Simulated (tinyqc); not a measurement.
Limits against temperature: thermal and gravitational stress in a wafer during furnace and rapid thermal processing, and the onset of slip. Computed by tinyqc, a small Python program. Command: `OMP_NUM_THREADS=1 python tinyqc.py 3006166 3006167 out.jsonl slip walk`. One thread of a shared host (Intel(R) Xeon(R) Processor @ 2.30GHz), about 0.01 s of CPU time with the checks.

A thin free disc in plane stress, isotropic; T(r) = T_centre + dT (r/R)^n with n = 2. Stress is positive in tension; sigma_SB = 5.670374419e-8 W/(m^2 K^4), g = 9.80665 m/s^2.

Inputs (values chosen for the exercise, for a model wafer):

| quantity | value | unit |
|---|---|---|
| wafer radius R | 75 | mm |
| thickness t | 675 | micrometre |
| Young's modulus E | 143 | GPa |
| expansion alpha | 4.27 | 1e-6/K |
| prefactor A of the critical stress | 0.00018 | MPa |
| energy U of the critical stress | 1.08 | eV |
| density rho | 2330 | kg/m^3 |
| heat capacity c | 920 | J/(kg K) |
| conductivity k | 28 | W/(m K) |
| wafer spacing s | 5.9 | mm |

Constants: k_B = 8.617333262e-05 eV/K.

Method. Critical resolved stress tau_c = A exp(U/(k_B T)), a form chosen for the exercise; slip when 0.492799 |s_tt(R)| > tau_c; allowed |dT| = tau_c (n + 2)/(0.492799 n alpha E). In a stack heated from the rim, heat flows inward by conduction and by radiation between wafers: k_eff = k + (16/3) sigma_SB T^3 s^2/t (a diffusion estimate with the spacing as path length). A steady ramp gives the parabolic lag dT = rho c (ramp) R^2/(4 k_eff); the allowed ramp uses n = 2.

For the parabolic profile:

| T (K) | tau_c (MPa) | allowed \|dT\| (K) | k_eff (W/(m K)) | allowed ramp (K/min) |
|---|---|---|---|---|
| 1050 | 27.482 | 182.66 | 46.054 | 167.44 |
| 1125 | 12.401 | 82.42 | 50.206 | 82.37 |
| 1200 | 6.181 | 41.08 | 54.950 | 44.93 |
| 1275 | 3.344 | 22.23 | 60.325 | 26.69 |
| 1350 | 1.937 | 12.87 | 66.372 | 17.01 |
| 1425 | 1.188 | 7.90 | 73.129 | 11.50 |
| 1500 | 0.765 | 5.09 | 80.636 | 8.17 |

From 1050 to 1500 K the allowed difference falls 36 times and the allowed ramp 21 times; radiation, which grows as T^3, gives back a factor 1.75. Ramps must slow as the wafer gets hotter.
